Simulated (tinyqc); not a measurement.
Donor binding, ionisation and the Mott limit: two steps of the calculation.

Hydrogenic donor: Ry = (m0 q^3/(8 eps0^2 h^2)) me/eps_r^2 in eV, E0 = cc Ry, radius a = q/(8 pi eps0 eps_r E0), Mott density Nm = (0.26/a)^3. Below Nm the level sinks as Ed = E0 [1 - (N/Nm)^(1/3)]. Neutrality: Nc F12(eta) = N/(1 + 2 exp(eta + Ed/kB T)), F12(x) = (2/sqrt(pi)) int_0^infinity sqrt(u)/(1 + exp(u - x)) du.

Parameters, values chosen for the exercise; band and dielectric values close to those of gallium nitride: temperature T = 77 K; relative permittivity eps_r = 9.41; mass in the hydrogenic formula, set independently of Nc me = 0.196 m0; conduction-band density of states at 77 K Nc = 2.99e17 cm^-3; ratio of the true binding energy to the hydrogenic one cc = 1.3; donor density N = 2e17 cm^-3.

Constants: q = 1.602176634e-19 C, kB = 1.380649e-23 J/K, eps0 = 8.8541878128e-12 F/m, h = 6.62607015e-34 J s, m0 = 9.1093837015e-31 kg, Vt = kB T/q. Results are converted to the units shown.

Problem 1. Binding energy, radius and Mott density. The mean spacing of the donors is N^(-1/3).

Find: Ry; E0; a; Nm; spacing over a; Ed.

Solution 1.

Ry = 30.12 meV
E0 = 39.15 meV
a = 1.954 nm
Nm = 2.355e18 cm^-3
spacing over a = 8.750
Ed = 21.94 meV

Problem 2. Ionisation. Solve the neutrality equation for eta. Boltzmann form: with k = (Nc/2) exp(-Ed/kB T) the ionised share is [-k + sqrt(k^2 + 4 k N)]/(2 N).

Ed = 21.941296 meV

Find: eta; ionised share; n; ionised share, Boltzmann form.

Solution 2.

eta = -2.265
ionised share = 14.99 %
n = 2.998e16 cm^-3
ionised share, Boltzmann form = 15.24 %

With the level held at E0 the share would be 4.40 %.

Range of the model: A sharp level with degeneracy 2 overstates freeze-out near Nm, where the impurity band broadens and merges with the conduction band.

Computed by the program tinyqc: `OMP_NUM_THREADS=1 python tinyqc.py 2330147 2330148 out.jsonl`, one thread of a shared Intel Xeon 2.30GHz, about 0.01 s for the whole run.
